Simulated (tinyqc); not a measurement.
# Esaki diode in forward bias, two-band WKB: two studies

Abrupt p-n junction, depletion approximation. Energies E are counted from the conduction-band edge of the neutral n side; its Fermi level lies at dn, that of the p side at dn - V, and the valence-band edge of the neutral p side at Em = dn + dp - V. Tunnelling needs 0 < E < Em. Two-band dispersion with equal masses m: inside the gap kappa = sqrt(m u (1 - u/Eg)/C), u the distance from a band edge, C = hbar^2/(2 m0).

Parameters, values chosen for the exercise; band and dielectric values those of a made-up semiconductor:
- T = 200 K (temperature)
- Eg = 0.648 eV (band gap)
- eps_r = 10.6 (relative permittivity)
- Nc = 1.38e17 cm^-3 (conduction-band density of states at 200 K)
- Nv = 4.71e18 cm^-3 (valence-band density of states at 200 K)
- m = 0.05 m0 (band-edge mass of the two-band model)
- Na = 3.2e19 cm^-3 (acceptor density)
- Nd = 1.4e19 cm^-3 (donor density)
- V = 0.14 V (bias of the p side)

Constants: q = 1.602176634e-19 C, kB = 1.380649e-23 J/K, hbar = 1.054571817e-34 J s, h = 6.62607015e-34 J s, m0 = 9.1093837015e-31 kg, Vt = kB T/q, eps0 = 8.8541878128e-14 F/cm where lengths are in cm, hbar^2/(2 m0) = 0.0380998212 eV nm^2. Results are converted to the units shown.

Each table varies one quantity; the others keep the values above.

## Current against forward bias

Nd = Nc F12(dn/Vt), Na = Nv F12(dp/Vt), F12(x) = (2/sqrt(pi)) int_0^infinity sqrt(u)/(1 + exp(u - x)) du; dn = EF - Ec on the n side, dp = Ev - EF on the p side (negative outside the bands); Vbi = Eg + dn + dp. W = sqrt(2 eps0 eps_r (Vbi - V)(1/Na + 1/Nd)/q), mean field F = (Vbi - V)/W, peak field 2 F. In a uniform field F the exponent is S = pi sqrt(m/C) Eg^1.5/(4 F). Transverse energy Et = C kt^2/m raises it to S (1 + 4 Et/Eg), so T = exp(-S) exp(-Et/Eb) with Eb = Eg/(4 S). KJ = (2 q^2/h) m/(4 pi C) (times 1e14 for A/cm^2 per eV^2). J = KJ exp(-S) Eb times the integral from 0 to Em of [f(E - dn) - f(E - dn + V)] [1 - exp(-min(E, Em - E)/Eb)] dE, f(x) = 1/(1 + exp(x/Vt)), with S and Eb from the mean field; J > 0 flows from p to n.

Result of one run:
```
V (V)  mean field (MV/cm)      S  J (A/cm^2)
0.4                0.8010  5.859        2782
```

What becomes of these results when the bias of the p side V is changed from 0.4 to 0.17 V, all else the same?

Result of the changed run:
```
V (V)  mean field (MV/cm)      S  J (A/cm^2)
0.17               0.9126  5.143        6701
```

The whole series:
```
V (V)  mean field (MV/cm)      S  J (A/cm^2)
0.031              0.9738  4.819        4953
0.078              0.9536  4.922        7921
0.124              0.9333  5.029        7564
0.17               0.9126  5.143        6701
0.216              0.8914  5.265        5853
0.262              0.8697  5.397        5058
0.308              0.8474  5.538        4315
0.354              0.8245  5.692        3600
0.4                0.8010  5.859        2782
0.446              0.7768  6.042        1569
0.492              0.7518  6.243       314.6
```

J peaks at 7920 A/cm^2 at V = 0.078 V among the rows, 0.15 of the overlap dn + dp = 0.524 V, and falls to 315 A/cm^2 at 0.492 V: a negative differential resistance. The Fermi levels part as V grows, but the window Em = dn + dp - V shrinks and closes at V = 0.524 V, and S rises from 4.82 to 6.24. Excess and diffusion currents, which fill the valley of a real diode, are not in the model.

## Effect of the doping Nd

Same model as above.

Effect of the doping Nd:
```
Nd (cm^-3)  Vbi (V)  mean field (MV/cm)      S  J (A/cm^2)
5.8e18       0.9700              0.5898  7.957       302.5
8e18          1.030              0.6974  6.729        1161
1.1e19        1.104              0.8209  5.717        3538
1.5e19        1.193              0.9582  4.898        8780
2e19          1.294               1.101  4.263     1.785e4
2.8e19        1.438               1.286  3.648     3.563e4
```

What does the comparison show?

The mean field rises from 0.590 to 1.29 MV/cm, as Nd^(0.50), S falls from 7.96 to 3.65, and |J| rises from 302 to 35600 A/cm^2: 2.07 decades, of which exp(-S) accounts for 1.87. Where S is below about 4, a WKB prefactor of 1 is a rough guess.

Range of the model: Parabolic densities of states, no band tails and no gap narrowing, all of which matter at such doping.

Numbers from tinyqc (`OMP_NUM_THREADS=1 python tinyqc.py 2620025 2620026 out.jsonl`; about 0.01 s on one thread of a shared Intel Xeon 2.30GHz).
